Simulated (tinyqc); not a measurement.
What moves the results: virtual-crystal alloy in the empirical-pseudopotential method. A value that a table varies takes the place of the one given here.

Empirical pseudopotential on the fcc lattice, atoms at +/- tau, tau = a (1,1,1)/8, no spin-orbit coupling. H(G,G') = c (2 pi/a)^2 |k + G|^2 delta + VS(q) cos(q.tau) + i VA(q) sin(q.tau), q = G - G', c = hbar^2/2m0; k and G in units of 2 pi/a; VS at |q|^2 = 3, 8, 11 and VA at 3, 4, 11, in rydberg, zero elsewhere. At each k the basis holds all G with |k + G|^2 up to 16; energies are counted from the fourth level at Gamma.

Virtual crystal A(1-x)B(x): a = (1 - x) a_A + x a_B. Rule linear: V = (1 - x) V_A + x V_B. Rule volume: V = [(1 - x) a_A^3 V_A + x a_B^3 V_B]/a^3, since a form factor is an atomic potential divided by the cell volume.

Constants: hbar^2/2m0 = 3.80998211 eV angstrom^2; Ry = 13.60569312 eV.

Inputs chosen for the exercise (classic local form factors of the size used for Si (A) and Ge (B), which place X and L only to a few tenths of an eV; shifted at random, so the results belong to these values and not to a real crystal): a = (5.439, 5.659) angstrom (lattice constants of A, B); VSA = (-0.208, 0.041, 0.08) Ry (symmetric form factors of A); VAA = (0, 0, 0) Ry (antisymmetric form factors of A); VSB = (-0.236, 0.01, 0.06) Ry (symmetric form factors of B); VAB = (0, 0, 0) Ry (antisymmetric form factors of B); rule = volume (mixing rule).

## Gaps across the alloy

Gaps from the valence top to the fifth band at Gamma, at L = (1/2,1/2,1/2) and at the lowest of k = (f,0,0), f = 0.70, 0.75, ..., 1.00. Bowing C = 4 [(E(0) + E(1))/2 - E(1/2)].

Gaps (eV):

| x | Gamma | Delta/X | f of the minimum | L | lowest |
|---|---|---|---|---|---|
| 0.000 | 3.322 | 0.747 | 0.85 | 1.842 | Delta/X |
| 0.167 | 3.367 | 0.820 | 0.85 | 1.698 | Delta/X |
| 0.333 | 3.034 | 0.890 | 0.85 | 1.554 | Delta/X |
| 0.500 | 2.560 | 0.957 | 0.85 | 1.411 | Delta/X |
| 0.667 | 2.094 | 1.020 | 0.85 | 1.269 | Delta/X |
| 0.833 | 1.637 | 1.081 | 0.85 | 1.129 | Delta/X |
| 1.000 | 1.188 | 1.138 | 0.85 | 0.993 | L |

bowing (eV): Gamma -1.221, Delta/X -0.054, L 0.026

The lowest valley changes: Delta/X to L between x = 0.833 and 1.000. From A to B the Gamma gap moves by -2.13 eV, L by -0.85 eV and Delta/X by +0.39 eV; a move of Delta/X below about 0.4 eV is within the error of such form factors, sign included. The virtual crystal holds no disorder and no bond relaxation, so its bowing comes from the non-linear dependence on the mean potential and volume alone, and it may differ from measured bowing, which is positive in these alloys, in size and even in sign; crossings move with it; where the character of the fifth band at Gamma changes along x, its value mixes two levels.

## Two mixing rules

Gaps from the valence top to the fifth band at Gamma, at L = (1/2,1/2,1/2) and at the lowest of k = (f,0,0), f = 0.70, 0.75, ..., 1.00. Both rules agree at the ends.

Gaps (eV):

| x | Gamma, linear | Delta/X, linear | L, linear | Gamma, volume | Delta/X, volume | L, volume |
|---|---|---|---|---|---|---|
| 0.25 | 3.334 | 0.851 | 1.646 | 3.273 | 0.855 | 1.626 |
| 0.50 | 2.642 | 0.951 | 1.439 | 2.560 | 0.957 | 1.411 |
| 0.75 | 1.926 | 1.047 | 1.221 | 1.864 | 1.051 | 1.199 |

At x = 0.5 the volume rule moves Gamma by -82 meV, Delta/X by +5 meV and L by -28 meV, that is the bowing by -4 times these; the lattice constants differ by 4.0 %, and the rules would coincide for equal ones.

(tinyqc, `OMP_NUM_THREADS=1 python tinyqc.py 1050711 1050712 out.jsonl`, Intel(R) Xeon(R) Processor @ 2.30GHz, 1 thread, shared host, about 0.2 s.)
